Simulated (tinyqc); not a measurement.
Hueckel theory of the pi electrons, for the molecule BC(C=CC=C)=CC=C (SMILES; centres numbered as the heavy atoms are written), step by step. Computed by tinyqc, a small Python program that keeps every step. Settings: charge = 0. Command: `OMP_NUM_THREADS=1 python tinyqc.py 23466 23467 out.jsonl` (the two numbers bound the seeds that draw the settings). One thread of a shared host (Intel(R) Xeon(R) Processor @ 2.60GHz), about 0.01 s of CPU time with the checks.

## The Hueckel matrix

Centres:
```
centre  z_r, pi electrons of the neutral centre        h
1B                                            0  -1.1500
2C                                            1   0.0000
3C                                            1   0.0000
4C                                            1   0.0000
5C                                            1   0.0000
6C                                            1   0.0000
7C                                            1   0.0000
8C                                            1   0.0000
9C                                            1   0.0000
```

Bonds:
```
i  j       k
1  2  0.7600
2  3       1
3  4       1
4  5       1
5  6       1
2  7       1
7  8       1
8  9       1
```

H_rr = alpha + h_r beta, H_rs = k_rs beta for bonded centres.

Hueckel matrix in units of beta (H = alpha + beta A):
```
         1B      2C      3C      4C      5C      6C      7C      8C
1B  -1.1500  0.7600  0.0000  0.0000  0.0000  0.0000  0.0000  0.0000
2C   0.7600  0.0000  1.0000  0.0000  0.0000  0.0000  1.0000  0.0000
3C   0.0000  1.0000  0.0000  1.0000  0.0000  0.0000  0.0000  0.0000
4C   0.0000  0.0000  1.0000  0.0000  1.0000  0.0000  0.0000  0.0000
5C   0.0000  0.0000  0.0000  1.0000  0.0000  1.0000  0.0000  0.0000
6C   0.0000  0.0000  0.0000  0.0000  1.0000  0.0000  0.0000  0.0000
7C   0.0000  1.0000  0.0000  0.0000  0.0000  0.0000  0.0000  1.0000
8C   0.0000  0.0000  0.0000  0.0000  0.0000  0.0000  1.0000  0.0000
9C   0.0000  0.0000  0.0000  0.0000  0.0000  0.0000  0.0000  1.0000

        9C
1B  0.0000
2C  0.0000
3C  0.0000
4C  0.0000
5C  0.0000
6C  0.0000
7C  0.0000
8C  1.0000
9C  0.0000
```

## Orbitals

pi electrons, sum of z_r less the charge = 8

Diagonalise; E = alpha + x beta with beta < 0, so the largest x are filled first; degenerate levels share their electrons. P = sum n_i c_ri c_si; each orbital has its largest coefficient positive (the first on a tie).

x values: 1.9238  1.5376  1.0445  0.3809  -0.2859  -0.8007  -1.3234  -1.5630  -2.0638

occupations: 2.0000  2.0000  2.0000  2.0000  0.0000  0.0000  0.0000  0.0000  0.0000

coefficients:
```
       MO1      MO2      MO3      MO4      MO5      MO6      MO7      MO8
1B  0.1246  -0.0449  -0.1413   0.1437   0.2538   0.5060   0.6004  -0.2336
2C  0.5039  -0.1589  -0.4080   0.2896   0.2885   0.2326  -0.1370   0.1269
3C  0.4587   0.1768  -0.3578  -0.3493   0.2078  -0.4940   0.0380   0.2437
4C  0.3786   0.4308   0.0343  -0.4226  -0.3479   0.1630   0.0867  -0.5078
5C  0.2697   0.4855   0.3936   0.1883  -0.1083   0.3636  -0.1528   0.5500
6C  0.1402   0.3158   0.3768   0.4943   0.3789  -0.4541   0.1154  -0.3519
7C  0.4159  -0.3870   0.0391   0.3503  -0.4831  -0.0767  -0.3130  -0.2646
8C  0.2962  -0.4362   0.4488  -0.1561  -0.1504  -0.1712   0.5512   0.2866
9C  0.1540  -0.2837   0.4297  -0.4098   0.5261   0.2138  -0.4165  -0.1833

        MO9
1B  -0.4543
2C   0.5463
3C  -0.4002
4C   0.2798
5C  -0.1772
6C   0.0858
7C  -0.3818
8C   0.2418
9C  -0.1172
```

charge and bond-order matrix P:
```
         1B       2C       3C       4C       5C       6C       7C       8C
1B   0.1163   0.3383   0.0991  -0.0755  -0.0335   0.0422   0.2281  -0.0587
2C   0.3383   1.0588   0.4957  -0.0280  -0.0946   0.0198   0.7131  -0.0195
3C   0.0991   0.4957   0.9835   0.7705   0.0060  -0.3747  -0.0280  -0.0946
4C  -0.0755  -0.0280   0.7705   1.0174   0.4904  -0.0138  -0.3119   0.0112
5C  -0.0335  -0.0946   0.0060   0.4904   0.9977   0.8650   0.0112   0.0307
6C   0.0422   0.0198  -0.3747  -0.0138   0.8650   1.0115   0.2480  -0.0085
7C   0.2281   0.7131  -0.0280  -0.3119   0.0112   0.2480   0.8940   0.5096
8C  -0.0587  -0.0195  -0.0946   0.0112   0.0307  -0.0085   0.5096   1.0075
9C  -0.1754  -0.3426   0.0198   0.2480  -0.0085  -0.2173   0.0940   0.8522

         9C
1B  -0.1754
2C  -0.3426
3C   0.0198
4C   0.2480
5C  -0.0085
6C  -0.2173
7C   0.0940
8C   0.8522
9C   0.9134
```

## Energy, charges, bond orders

E = sum n x; q_r = z_r - P_rr; bond order p = P_rs; free valence = sqrt(3) - sum of p over the bonds of the atom.

pi energy = 8 alpha + this times beta = 9.7736

pi charges: 1B -0.1163, 2C -0.0588, 3C 0.0165, 4C -0.0174, 5C 0.0023, 6C -0.0115, 7C 0.1060, 8C -0.0075, 9C 0.0866

Bond orders and lengths from R = 1.517 - 0.180 p (angstrom, C-C alone):
```
bond       p       R
1-2   0.3383       -
2-3   0.4957  1.4278
3-4   0.7705  1.3783
4-5   0.4904  1.4287
5-6   0.8650  1.3613
2-7   0.7131  1.3886
7-8   0.5096  1.4253
8-9   0.8522  1.3636
```

free valence of the carbons: 2C 0.1849, 3C 0.4659, 4C 0.4712, 5C 0.3766, 6C 0.8670, 7C 0.5094, 8C 0.3702, 9C 0.8798

gap between the highest filled and the next level = 0.6668 |beta|
